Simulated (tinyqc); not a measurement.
## Biaxially strained (001) channel, valley splitting in an inversion layer: effect of the confining field

A thin layer grown on a relaxed buffer is stretched in the plane. The two valleys with their long axis along the growth direction (D2) sink against the four in-plane ones (D4); confinement in a triangular well splits them too. Only the lowest subband of each set is kept; one relaxation time, so the weakening of intervalley scattering is left out.

e_par = b1 x, e_perp = -2 (c12/c11) e_par, splitting D = Xu (e_par - e_perp), in-plane stress (c11 + c12 - 2 c12^2/c11) e_par. Levels E(m) = 2.33811 (hbar^2 q^2 F^2/(2 m))^(1/3): E2 = E(ml), E4 = E(mt) + D; N2 = 2 mt kB T/(pi hbar^2), N4 = 4 sqrt(mt ml) kB T/(pi hbar^2). EF solves Ns = N2 ln(1 + exp((EF - E2)/Vt)) + N4 ln(1 + exp((EF - E4)/Vt)); f2 is the share in D2, and 1/mc = f2/mt + (1 - f2)(1/mt + 1/ml)/2. The gain is mc(x = 0)/mc.

Parameters, values chosen for the exercise; values close to those of silicon on relaxed silicon-germanium: temperature T = 325 K; germanium share of the relaxed buffer x = 0.18; lattice mismatch per unit x b1 = 0.0418; elastic constant c11 = 165 GPa; elastic constant c12 = 65.1 GPa; shear deformation potential Xu = 9.14 eV; longitudinal mass ml = 0.905 m0; transverse mass mt = 0.188 m0; inversion density Ns = 5.5e11 cm^-2.

Constants: q = 1.602176634e-19 C, kB = 1.380649e-23 J/K, hbar = 1.054571817e-34 J s, m0 = 9.1093837015e-31 kg, Vt = kB T/q, hbar^2/(2 m0) = 0.0380998212 eV nm^2. Results are converted to the units shown.

The same in every row: D (meV) = 123.0.

Effect of the confining field:
```
F (MV/cm),f2 without strain,f2,mc (m0),gain
0.1,0.3625,0.9777,0.1897,1.326
0.3,0.6033,0.9917,0.1886,1.183
0.5,0.7667,0.9962,0.1883,1.100
0.7,0.8658,0.9981,0.1881,1.055
0.9,0.9227,0.9990,0.1881,1.031
1.1,0.9549,0.9994,0.1880,1.018
1.3,0.9732,0.9997,0.1880,1.011
1.5,0.9838,0.9998,0.1880,1.006
```

As F goes from 0.1 to 1.5 MV/cm, f2 rises from 0.978 to 1.00 (without strain: it rises from 0.363 to 0.984) and the gain falls from 1.33 to 1.01. Strong confinement already empties D4, so strain has less to move.

Numbers from tinyqc (`OMP_NUM_THREADS=1 python tinyqc.py 2530158 2530159 out.jsonl`; about 0.02 s on one thread of a shared Intel Xeon 2.30GHz).
